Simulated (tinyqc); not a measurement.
Collinear exchange A + BC -> AB + C on a London-Eyring-Polanyi-Sato surface: saddle, string of images and rate: one step, computed by the program tinyqc. Command: `OMP_NUM_THREADS=1 python tinyqc.py 3113303 3113304 out.jsonl leps walk`. One thread of a shared host (Intel(R) Xeon(R) Processor @ 2.30GHz), about 0.05 s of CPU time with the checks.

x = r(AB), y = r(BC), r(AC) = x + y. V is counted from separated atoms, the barrier from A + BC, that is V + D(BC).

Problem. Frequencies at the saddle. Wilson matrix G = [[1/m_A + 1/m_B, -1/m_B], [-1/m_B, 1/m_B + 1/m_C]]; eigenvalues lambda of G H give nu = 15.6333042 THz x sqrt(|lambda|), the negative one being imaginary. Reactant: nu_BC from k = 2 D beta^2 and 1/m_B + 1/m_C. Skew angle: cos = sqrt(m_A m_C/((m_A + m_B)(m_B + m_C))).

Inputs (values chosen for the exercise, bond data loosely for abstraction of hydrogen from a Si-H bond by a hydrogen atom; the barrier is not fitted):

| quantity | value | unit |
|---|---|---|
| D(BC) | 4.1 | eV |
| beta(BC) | 1.52 | 1/angstrom |
| mass of A | 1.008 | u |
| mass of B | 1.008 | u |
| mass of C | 28.09 | u |

Hessian (eV/angstrom^2):
```
           x         y
x  -1.903195  8.463895
y   8.463895  3.807212
```

Constants: nu for 1 eV/(angstrom^2 u) = 15.6333042 THz.

Give: imaginary frequency; real frequency at the saddle; nu_BC; skew angle.

Solution.

imaginary frequency = 71.09 THz

real frequency at the saddle = 31.36 THz

nu_BC = 68.98 THz

skew angle = 45.99 degrees
